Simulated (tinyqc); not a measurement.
Worked calculation: complex band structure along [001] in sp3s* tight binding. Values are carried at full precision from step to step, so a last printed digit may differ when a step is redone from the rounded ones.

For k = (0, 0, kz) the phase sums are g0 = cos(phi) and g3 = i sin(phi), phi = kz a/4, and the s, pz, s* orbitals of anion (a) and cation (c) decouple from px, py. With z = exp(i phi), H(z) = H0 + z T + T^T/z for any complex z. H0 is diagonal (Esa, Epa, Exa, Esc, Epc, Exc). The anion-cation block is B(z) = z U + W/z and the cation-anion block z W^T + U^T/z, where U has Vss/2 (s,s), Vsapc/2 (s,z), -Vscpa/2 (z,s), Vxx/2 (z,z), Vxapc/2 (s*,z), -Vpaxc/2 (z,s*), and W has the same values with the s-z and s*-z signs reversed. |z| = 1 is a band state, |z| < 1 decays along [001] as exp(-kappa d) over a distance d, kappa = -(4/a) ln|z|. No spin-orbit coupling.

Parameters, chosen for this exercise (out of a larger set: near a published set for AlAs, fitted to gaps, whose masses and valley positions are rough (light masses up to twice too heavy); not measured data):
```
symbol  value                                                                                        unit      meaning
p       (-7.545, 0.98, -1.163, 3.577, 7.495, 6.717, -6.64, 1.878, 4.306, 5.124, 5.49, 4.514, 4.994)  eV        order Esa, Epa, Esc, Epc, Exa, Exc, Vss, Vxx, Vxy, Vsapc, Vscpa, Vxapc, Vpaxc
dE      1.91                                                                                         eV        E - Ev
a       5.658                                                                                        angstrom  lattice constant
```

## The layer matrices

Parameters in the order Esa, Epa, Esc, Epc, Exa, Exc, Vss, Vxx, Vxy, Vsapc, Vscpa, Vxapc, Vpaxc. Form H0 and T.

diagonal of H0 (eV): sa -7.5450, za 0.9800, s*a 7.4950, sc -1.1630, zc 3.5770, s*c 6.7170

T (eV), rows sa, za, s*a, sc, zc, s*c and columns alike:
```
[[0.0000, 0.0000, 0.0000, -3.3200, 2.5620, 0.0000],
 [0.0000, 0.0000, 0.0000, -2.7450, 0.9390, -2.4970],
 [0.0000, 0.0000, 0.0000, 0.0000, 2.2570, 0.0000],
 [-3.3200, 2.7450, 0.0000, 0.0000, 0.0000, 0.0000],
 [-2.5620, 0.9390, -2.2570, 0.0000, 0.0000, 0.0000],
 [0.0000, 2.4970, 0.0000, 0.0000, 0.0000, 0.0000]]
```

## Edges at Gamma

At z = 1 the levels follow from the blocks [[Esa, Vss], [Vss, Esc]] and [[Epa, Vxx], [Vxx, Epc]]: Ev is the lower p root, and the direct gap ends at the lower of the upper roots.

Ev = -0.0047 eV
EG (direct gap) = 3.0177 eV

## Complex wave vectors at one energy in the gap

Solve det(H0 - E + z T + T^T/z) = 0 with E = Ev + dE, as the linear problem [[0, 1], [-T^T, E - H0]] x = z [[1, 0], [0, T]] x. Roots come as z, -z, 1/z and conjugates; list those with 0 < |z| < 1 and Re z, Im z >= 0, by falling |z|. Re kz = arg(z)/(pi/2) in units of 2 pi/a, kappa = -(4/a) ln|z|.

Decaying roots:
```
Re z      Im z     |z|  Re kz (2 pi/a)  kappa (1/angstrom)
0.7646  0.0000  0.7646          0.0000              0.1897
0.1996  0.6074  0.6393          0.7979              0.3162
```

The slowest root has kappa = 0.1897 1/angstrom at Re kz = 0.000: a purely imaginary k at Gamma. The probability falls by exp(-2 kappa d), a factor 44.5 over 1 nm.

## The px, py block

For px and py the determinant gives (E - Epa)(E - Epc) = Vxx^2 cos^2(phi) + Vxy^2 sin^2(phi). With phi = i kappa a/4 this is sinh^2(kappa a/4) = ((E - Epa)(E - Epc) - Vxx^2)/(Vxx^2 - Vxy^2), E = Ev + dE. Parameters in the order Esa, Epa, Esc, Epc, Exa, Exc, Vss, Vxx, Vxy, Vsapc, Vscpa, Vxapc, Vpaxc.

sinh^2(kappa a/4) = 0.33792
kappa of the heavy-hole branch = 0.3908 1/angstrom

This branch decays faster than the slowest root of the s-pz block (0.1897), by a factor 2.06 in kappa.

## Checks

- Largest distance of a level of the 6 x 6 block at kz = 0.37 (2 pi/a) from a level of the full matrix, against zero (eV): both 0.000000.

tinyqc: `OMP_NUM_THREADS=1 python tinyqc.py 1482148 1482149 out.jsonl`; about 0.01 s, one thread, shared Intel(R) Xeon(R) Processor @ 2.30GHz.
